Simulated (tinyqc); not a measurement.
Silicon n-p-n transistor, Gummel numbers and transit times: two steps of the calculation.

One-dimensional n-p-n transistor in the forward active mode at low injection. In the base p(x) = NB exp(-eta x/wb) and ni(x)^2 = ni^2 exp((g0 + g1 x/wb)/Vt); electrons leave the base at vsat; band spikes at the emitter junction and recombination inside the emitter are ignored.

Inputs (values chosen for the exercise); band and dielectric values close to those of silicon:
- T = 300 K (temperature)
- Eg = 1.11 eV (band gap)
- eps_r = 11.6 (relative permittivity)
- Nc = 2.81e19 cm^-3 (conduction-band density of states at T)
- Nv = 2.65e19 cm^-3 (valence-band density of states at T)
- vsat = 9.93e6 cm/s (saturation velocity)
- wb = 240 nm (neutral base width)
- NB = 6e17 cm^-3 (base doping at the emitter edge)
- eta = 0 (doping falls as exp(-eta x/wb))
- g0 = 0 eV (gap reduction at the emitter edge of the base)
- g1 = 0 eV (further gap reduction across the base (linear))
- Dn = 11 cm^2/s (electron diffusion coefficient in the base)
- NE = 1.2e20 cm^-3 (emitter doping)
- gE = 0.095 eV (gap reduction in the emitter (negative: wider gap))
- we = 61 nm (neutral emitter width)
- Dp = 1.1 cm^2/s (hole diffusion coefficient in the emitter)
- Se = 50000 cm/s (recombination velocity at the emitter contact)
- tb = 7e-7 s (electron lifetime in the base)
- NC = 1.2e16 cm^-3 (collector doping)
- VCB = 0.3 V (collector-base reverse bias)

Constants: q = 1.602176634e-19 C, kB = 1.380649e-23 J/K, Vt = kB T/q, eps0 = 8.8541878128e-14 F/cm where lengths are in cm. Results are converted to the units shown.

Question 1. Base Gummel number and transit time. f(x) = p(x) ni^2/ni(x)^2; I(x) = integral from x to wb of f/Dn, plus f(wb)/vsat; base Gummel number GB = I(0); electron density per unit flux n/(J/q) = I/f; base transit time tauB = integral of I/f over the base. Trapezoid rule on 10 equal steps.

Wanted: x; f; I; I/f; GB; tauB.

Answer 1.

```
point  x (nm)  f (cm^-3)  I (s/cm^4)  I/f (s/cm)
0        0.00  6.0000e17   1.3695e12   2.2825e-6
1       24.00  6.0000e17   1.2386e12   2.0643e-6
2       48.00  6.0000e17   1.1077e12   1.8462e-6
3       72.00  6.0000e17   9.7679e11   1.6280e-6
4       96.00  6.0000e17   8.4588e11   1.4098e-6
5      120.00  6.0000e17   7.1497e11   1.1916e-6
6      144.00  6.0000e17   5.8406e11   9.7343e-7
7      168.00  6.0000e17   4.5315e11   7.5525e-7
8      192.00  6.0000e17   3.2224e11   5.3707e-7
9      216.00  6.0000e17   1.9133e11   3.1889e-7
10     240.00  6.0000e17   6.0423e10   1.0070e-7
```

GB = 1.3695e12 s/cm^4
tauB = 28.599 ps

Question 2. Gain, Early voltage and collector delay. ni = sqrt(Nc Nv) exp(-Eg/(2 Vt)), Eg in volts; GE = NE exp(-gE/Vt)(we/Dp + 1/Se); JC = J0 exp(VBE/Vt), J0 = q ni^2/GB; gain limited by back injection GE/GB, by base recombination tb/tauB, together 1/beta = the sum of the inverses; collector layer one-sided, Wc = sqrt(2 eps0 eps_r (Vbc + VCB)/(q NC)), Vbc = Vt ln(p(wb) NC/ni^2), Cjc = eps0 eps_r/Wc; Early voltage VA = GB q p(wb)/(f(wb) Cjc [1/Dn - (eta + g1/Vt)/(wb vsat)]), f(wb) = p(wb) exp(-(g0 + g1)/Vt), p(wb) = NB exp(-eta); tauC = Wc/(2 vsat).

GB = 1.3695139e12 s/cm^4
tauB = 28.598737 ps

Wanted: ni; GE; J0; GE/GB; tb/tauB; beta; Wc; Cjc; VA; tauC.

Answer 2.

ni = 1.295e10 cm^-3
GE = 7.773e13 s/cm^4
J0 = 1.963e-11 A/cm^2
GE/GB = 56.75
tb/tauB = 2.448e4
beta = 56.62
Wc = 344.6 nm
Cjc = 0.2980 fF/um^2
VA = 80.98 V
tauC = 1.735 ps

The gain is limited more by back injection into the emitter. beta VA = 4590 V.

Range of the model: Heavy doping makes emitter or base degenerate; gE and g0 are to be read as apparent gap changes that include this.

Computed by the program tinyqc: `OMP_NUM_THREADS=1 python tinyqc.py 2320003 2320004 out.jsonl`, one thread of a shared Intel Xeon 2.30GHz, about 0.01 s for the whole run.
